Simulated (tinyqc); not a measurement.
Interdiffusion in a binary couple: Darken equations, Kirkendall shift and Boltzmann-Matano analysis: one step, computed by the program tinyqc.

x is the mole fraction of B; the molar volume is constant, and the two halves are long enough to count as infinite.

Problem. Diffusivities at one composition. D*_i(x) = D*_i(0) exp(k x); thermodynamic factor Phi = 1 - 2 W x (1 - x)/(k_B T); intrinsic D_i = D*_i Phi; interdiffusion D~ = x D_A + (1 - x) D_B.

Inputs (values chosen for the exercise, for a model alloy A-B):

| quantity | value | unit |
|---|---|---|
| tracer diffusivity D*_A(0) | 5.2e-15 | m^2/s |
| tracer diffusivity D*_B(0) | 1.1e-14 | m^2/s |
| slope k of ln D* with x | 0.19 | - |
| regular-solution parameter W | -0.16 | eV |
| temperature T | 1280 | K |
| composition x for the local step | 0.44 | - |

Vacancy-wind correction: none.

Constants: k_B = 8.617333262e-05 eV/K.

Give: thermodynamic factor Phi; intrinsic D_A; intrinsic D_B; interdiffusion coefficient D~ at the local x.

Solution.

thermodynamic factor Phi = 1.7148

intrinsic D_A = 9.6947e-15 m^2/s

intrinsic D_B = 2.0508e-14 m^2/s

interdiffusion coefficient D~ at the local x = 1.5750e-14 m^2/s

A negative W (tendency to order or compound) speeds mixing: Phi is above 1.
